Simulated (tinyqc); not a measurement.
Lorentz oscillators and the Kramers-Kronig relations: sweeps and comparisons. A value that a table varies takes the place of the one given here.

eps(E) = 1 + sum_j S_j/(E0_j^2 - E^2 - i G_j E).

Kramers-Kronig: eps1(E) = 1 + (2/pi) P integral_0^infinity E1 eps2(E1)/(E1^2 - E^2) dE1. Maclaurin rule on the grid E_j = j h, j = 1 .. M: eps1(E_i) = 1 + (4 h/pi) sum over j with j - i odd of E_j eps2(E_j)/(E_j^2 - E_i^2); nothing is added above E_M.

n + i k = sqrt(eps1 + i eps2) with k >= 0; R = ((n - 1)^2 + k^2)/((n + 1)^2 + k^2) at normal incidence from vacuum; alpha = 2 E k/(hbar c), times 1e8 for 1/cm; loss function Im(-1/eps) = eps2/(eps1^2 + eps2^2).

Constants: hbar c = 1973.269805 eV angstrom.

Values chosen for the exercise: E0 = (7.54, 9.41) eV (resonances); G = (1.04, 1.92) eV (widths); S = (146.6, 110.2) eV^2 (strengths); h = 0.4 eV (grid step); M = 30 (grid points E_j = j h); E_t = 3.9 eV (energy below the first line); E = 13.03 eV (photon energy).

## Numerical transform against the formula

Every third grid point is listed; the error is the transform minus the formula.

Dielectric function:

| E (eV) | eps2 | eps1 formula | eps1 transform | error |
|---|---|---|---|---|
| 0.80 | 0.060 | 4.861 | 4.823 | -0.037 |
| 2.00 | 0.168 | 5.070 | 4.907 | -0.163 |
| 3.20 | 0.333 | 5.528 | 5.497 | -0.030 |
| 4.40 | 0.662 | 6.422 | 6.229 | -0.194 |
| 5.60 | 1.599 | 8.327 | 8.328 | 0.001 |
| 6.80 | 7.109 | 12.945 | 12.689 | -0.255 |
| 8.00 | 12.156 | -4.484 | -5.081 | -0.598 |
| 9.20 | 7.571 | -2.401 | -2.396 | 0.005 |
| 10.40 | 3.386 | -4.495 | -4.831 | -0.337 |
| 11.60 | 1.225 | -2.783 | -3.017 | -0.234 |

The largest error listed is -0.598 at 8.00 eV. The rule samples every 2h = 0.8 eV and the narrowest line is 1.04 eV wide, so it is barely resolved. The grid ends at 12 eV, where eps2 is still 0.940; the error at the last point listed, nearest the missing tail, is -0.234.

## How far the spectrum must be known

The integrals are done by adaptive quadrature and cut at E_cut. f-sum share: (2/pi) integral of E eps2 over sum S. Static share: (2/pi) integral of eps2/E over eps(0) - 1.

Cut integrals:

| E_cut (eV) | eps1(E_t) | f-sum share | static share |
|---|---|---|---|
| 7.5 | 3.266 | 0.257 | 0.436 |
| 10.4 | 5.667 | 0.794 | 0.928 |
| 14.1 | 5.924 | 0.911 | 0.987 |
| 18.8 | 5.959 | 0.944 | 0.996 |
| 28.2 | 5.971 | 0.966 | 0.999 |
| 47.0 | 5.974 | 0.980 | 1.000 |

eps1(E_t) from the formula = 5.975

Cut at 10.4 eV, just above the last line, eps1(E_t) lacks 0.308; cut at 47 eV it lacks 0.001. At 14.1 eV the static sum has reached 0.987 and the f-sum only 0.911: the f-sum weights eps2 by E and the static sum by 1/E, so the f-sum needs the far tail.

## Optical constants across the spectrum

Spectrum:

| E (eV) | eps1 | eps2 | n | k | R | loss |
|---|---|---|---|---|---|---|
| 1.41 | 4.942 | 0.111 | 2.223 | 0.025 | 0.144 | 0.005 |
| 3.34 | 5.604 | 0.360 | 2.368 | 0.076 | 0.165 | 0.011 |
| 5.26 | 7.614 | 1.202 | 2.768 | 0.217 | 0.223 | 0.020 |
| 7.19 | 12.784 | 14.271 | 3.996 | 1.785 | 0.432 | 0.039 |
| 9.11 | -2.139 | 7.519 | 1.685 | 2.231 | 0.447 | 0.123 |
| 11.04 | -3.540 | 1.883 | 0.485 | 1.943 | 0.676 | 0.117 |
| 12.96 | -1.564 | 0.554 | 0.218 | 1.269 | 0.718 | 0.201 |
| 14.88 | -0.676 | 0.254 | 0.152 | 0.836 | 0.700 | 0.487 |
| 16.81 | -0.198 | 0.142 | 0.151 | 0.470 | 0.609 | 2.387 |
| 18.73 | 0.091 | 0.089 | 0.331 | 0.135 | 0.261 | 5.491 |
| 20.66 | 0.284 | 0.061 | 0.536 | 0.057 | 0.093 | 0.720 |
| 22.58 | 0.418 | 0.043 | 0.648 | 0.033 | 0.046 | 0.245 |

Among the energies listed the largest values are at (eV): eps2 7.19; n 7.19; k 9.11; R 12.96; loss 18.73. eps1 crosses zero at 7.66 and 18.03 eV; the last crossing is upward and marks the plasmon, against sqrt(sum S) = 16.02 eV for free electrons.

## What each oscillator parameter does

At the energy E. Each row changes one parameter from the base and keeps the others.

Results:

| case | eps1 | eps2 | n | k | R |
|---|---|---|---|---|---|
| base | -1.519 | 0.535 | 0.214 | 1.251 | 0.718 |
| E0 = (7.917, 9.41) eV | -1.586 | 0.552 | 0.216 | 1.278 | 0.722 |
| G = (1.56, 1.92) eV | -1.496 | 0.608 | 0.244 | 1.247 | 0.686 |
| S = (175.92, 110.2) eV^2 | -1.775 | 0.566 | 0.210 | 1.349 | 0.744 |
| E = 13.681 eV | -1.155 | 0.399 | 0.183 | 1.090 | 0.717 |

The largest shifts from the base row, up to three for each result and ties (the steps differ in size, so this ranks the rows, not the parameters). eps1: E +0.364, S -0.256, E0 -0.067. eps2: E -0.136, G +0.073, S +0.031. n: E -0.031, G +0.030, S -0.004. k: E -0.161, S +0.098, E0 +0.027. R: G -0.033, S +0.026, E0 +0.004.

tinyqc: `OMP_NUM_THREADS=1 python tinyqc.py 1650982 1650983 out.jsonl`; about 0.2 s, one thread, shared Intel(R) Xeon(R) Processor @ 2.30GHz.
